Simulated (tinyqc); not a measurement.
# LED efficiency against current

ABC model of an LED: J = q da (A n + Ba n^2 + Ca n^3), IQE = Ba n^2/(A n + Ba n^2 + Ca n^3), differential lifetime 1/(A + 2 Ba n + 3 Ca n^2).

Values chosen for this exercise:
- A = 1.3e6 1/s (defect coefficient of the active layer)
- Ba = 2.9e-10 cm^3/s (radiative coefficient of the active layer)
- Ca = 6.6e-29 cm^6/s (Auger coefficient of the active layer)
- da = 8.9 nm (thickness of the active layer)

Constants: q = 1.602176634e-19 C. Results are converted to the units shown.

LED efficiency against current:

| J (A/cm^2) | n (cm^-3) | IQE (%) | defect share (%) | Auger share (%) | differential lifetime (ns) |
|---|---|---|---|---|---|
| 0.003 | 6.5624e15 | 59.362 | 40.550 | 0.088658 | 195.51 |
| 0.01 | 1.3452e16 | 74.834 | 24.937 | 0.22911 | 109.43 |
| 0.05 | 3.2491e16 | 87.309 | 12.046 | 0.64560 | 49.131 |
| 0.2 | 6.6849e16 | 92.398 | 6.1960 | 1.4057 | 24.416 |
| 0.9 | 1.4303e17 | 93.994 | 2.9459 | 3.0596 | 11.324 |
| 4 | 2.9886e17 | 92.335 | 1.3850 | 6.2802 | 5.1996 |
| 20 | 6.4732e17 | 86.637 | 0.59997 | 12.763 | 2.1753 |
| 60 | 1.0776e18 | 80.037 | 0.33294 | 19.630 | 1.1679 |
| 300 | 2.1976e18 | 66.570 | 0.13579 | 33.294 | 0.44800 |

What does the comparison show?

The IQE goes from 59.4 through a maximum of 94.0 (at J = 0.9 A/cm^2 among the rows listed) to 66.6 %. The exact peak, Q/(Q + 2) = 94.0 % with Q = Ba/sqrt(A Ca) = 31.3, lies at n = sqrt(A/Ca) = 1.40e17 cm^-3, J = 0.867 A/cm^2, where the defect and Auger shares are equal. n goes as J^(0.60) at the low end and J^(0.44) at the high end.

Numbers from tinyqc (`OMP_NUM_THREADS=1 python tinyqc.py 2300046 2300047 out.jsonl`; about 0.01 s on one thread of a shared Intel Xeon 2.30GHz).
